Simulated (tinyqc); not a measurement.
n-type polysilicon, carrier trapping at grain boundaries: effect of the doping.

One-dimensional grains of size Lg, uniform ionised doping N, monovalent traps Qt at each boundary at a depth Et below (for electrons) or above (for holes) the band edge there, abrupt depletion of width W on each side of a boundary, Boltzmann statistics. xi is the distance from the band edge at the grain centre to the Fermi level. Trapped charge Qt/(1 + exp((xi + VB - Et)/Vt)) = 2 N W, barrier VB = q N W^2/(2 eps0 eps_r).

If the trap equation with xi = Vt ln(NB/N) has a root W < Lg/2, the grain is partly depleted; otherwise W = Lg/2 and the trap equation gives xi = Et - VB + Vt ln(Qt/(N Lg) - 1). N* = Qt/Lg. n0 = NB exp(-xi/Vt); mean density n0 (1 - 2 W/Lg) by charge balance in a partly depleted grain, and n0 (sqrt(pi)/2) erf(u)/u with u = sqrt(VB/Vt) in a fully depleted one; v = sqrt(kB T/(2 pi ms m0)); barrier resistivity Vt exp(VB/Vt)/(q fe n0 v Lg); grain resistivity (1 - 2 W/Lg)/(q n0 mug); effective mobility 1/(q mean density total resistivity). Rows with xi above 0.45 V, towards mid-gap, are left out, since the other carrier type is ignored.

Parameters, values chosen for the exercise; values of the order met in polycrystalline silicon:
- T = 400 K (temperature)
- eps_r = 11.7 (relative permittivity)
- NB = 4.31e19 cm^-3 (conduction-band density of states at T)
- Lg = 41 nm (grain size)
- Qt = 3.4e12 cm^-2 (trap density of a grain boundary)
- Et = 0.33 eV (depth of the trap level from the majority band edge at the boundary)
- ms = 0.34 m0 (mass for thermionic emission)
- fe = 0.5 (correction factor of the emission rate)
- mug = 43 cm^2/(V s) (mobility inside the grains)

Constants: q = 1.602176634e-19 C, kB = 1.380649e-23 J/K, m0 = 9.1093837015e-31 kg, Vt = kB T/q, eps0 = 8.8541878128e-14 F/cm where lengths are in cm. Results are converted to the units shown.

Results:
```
N (cm^-3),N/N*,depleted share 2 W/Lg,VB (V),xi (V),mean density (cm^-3),resistivity (ohm cm),effective mobility (cm^2/(V s))
4.1e16,0.049441,1.0000,0.013324,0.41858,2.0300e14,126.39,243.27
7.8e16,0.094059,1.0000,0.025348,0.38273,5.1975e14,63.316,189.66
1.5e17,0.18088,1.0000,0.048747,0.33332,1.8407e15,29.769,113.91
2.8e17,0.33765,1.0000,0.090994,0.26223,1.1423e16,12.895,42.371
5.3e17,0.63912,0.96875,0.16164,0.15161,1.6564e16,4.0523,92.990
1e18,1.2059,0.67686,0.14888,0.12973,3.2314e17,1.5271,12.648
1.9e18,2.2912,0.42066,0.10926,0.10760,1.1007e18,0.29108,19.480
3.6e18,4.3412,0.22922,0.061468,0.085573,2.7748e18,0.063634,35.348
1.3e19,15.676,0.063766,0.017178,0.041314,1.2171e19,0.012948,39.606
```

Estimate the missing row, N = 6.8e18 cm^-3.

Computed row:
```
N (cm^-3),N/N*,depleted share 2 W/Lg,VB (V),xi (V),mean density (cm^-3),resistivity (ohm cm),effective mobility (cm^2/(V s))
6.8e18,8.2000,0.12181,0.032790,0.063651,5.9717e18,0.026246,39.822
```

With this row back in the table: As N goes from 4.1e16 to 1.3e19, VB goes from 0.0133 through a maximum of 0.162 (at N = 5.3e17 among the rows listed) to 0.0172 V, the resistivity falls from 126 to 0.0129 ohm cm and the effective mobility moves up and down between 12.6 and 243 cm^2/(V s). The steepest fall of the resistivity among the rows, as N^(-2.6), lies between N = 1e18 and 1.9e18 cm^-3; N* = 8.29e17 cm^-3. While the grain is fully depleted VB grows as N; once the traps are full it falls as 1/N. For N = 3.6e18, 6.8e18, 1.3e19 xi is under 2.5 Vt, where Boltzmann statistics begin to fail. For N = 4.1e16, 7.8e16, 6.8e18, 1.3e19 VB is below Vt, where abrupt depletion and thermionic emission are rough. For N = 5.3e17, 1e18 the grain is near the changeover between partial and full depletion, within a few Debye lengths, where both limits are rough. For N = 4.1e16, 7.8e16, 1.5e17, 5.3e17 the effective mobility exceeds mug, since drift through the depleted part of the grain is left out.

Program tinyqc, `OMP_NUM_THREADS=1 python tinyqc.py 2830133 2830134 out.jsonl`; Intel Xeon 2.30GHz, shared host, one thread, about 0.01 s.
